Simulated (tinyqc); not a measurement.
What moves the optical response: interband optics of a two-band s-p chain from momentum matrix elements.

H(k) = [[Es - 2 ts cos ka, 2i V sin ka], [-2i V sin ka, Ep_ + 2 tp cos ka]] in the basis s, p; the lower band is full, with two electrons a cell. The velocity operator times hbar is W = dH/dk (eV angstrom); intra-atomic dipoles are left out.

With w(k) = |<c|W|v>|^2 and D(k) = Ec - Ev, on the mesh k_j = (j + 1/2)/N (2 pi/a): eps(E) = 1 + (8 pi e2/(a Ar)) mean_j (w/D^2) [1/(D - E - i eta) + 1/(D + E + i eta)], e2 = e^2/(4 pi eps0); light polarised along the chains, no local fields.

Constants: e^2/(4 pi eps0) = 14.39964547 eV angstrom; hbar^2/2m0 = 3.80998211 eV angstrom^2.

Inputs chosen for the exercise:
```
symbol  value  unit        meaning
a       4.15   angstrom    period
Es      3.74   eV          upper orbital (s)
Ep_     -3.67  eV          lower orbital (p)
ts      0.64   eV          s-s hopping
tp      0.56   eV          p-p hopping
V       0.82   eV          s-p hopping
Ar      6.1    angstrom^2  cross-section per chain
```

Mesh of 400 points; n_eff = 2 mean(w/(c D)), c = hbar^2/2m0.

Results for these values:
```
case  smallest D (eV)  largest D (eV)  n_eff  eps(0)
base            5.010           9.810  1.609   3.056
```

What happens to each result for Ar = 6.71 angstrom^2, all else kept?

Answer: smallest D does not change at the printed digits; largest D does not change at the printed digits; n_eff does not change at the printed digits; eps(0) falls from 3.056 to 2.869.

The same for each parameter in turn:
```
case                  smallest D (eV)  largest D (eV)  n_eff  eps(0)
base                            5.010           9.810  1.609   3.056
a = 4.358 angstrom              5.010           9.810  1.774   3.159
Es = 4.04 eV                    5.310          10.110  1.548   2.791
ts = 0.768 eV                   4.754          10.066  1.627   3.228
V = 0.902 eV                    5.010           9.810  1.919   3.433
Ar = 6.71 angstrom^2            5.010           9.810  1.609   2.869
```

Run: tinyqc, `OMP_NUM_THREADS=1 python tinyqc.py 1681942 1681943 out.jsonl`; Intel(R) Xeon(R) Processor @ 2.30GHz, one thread, shared host; about 0.01 s of CPU time with all checks.
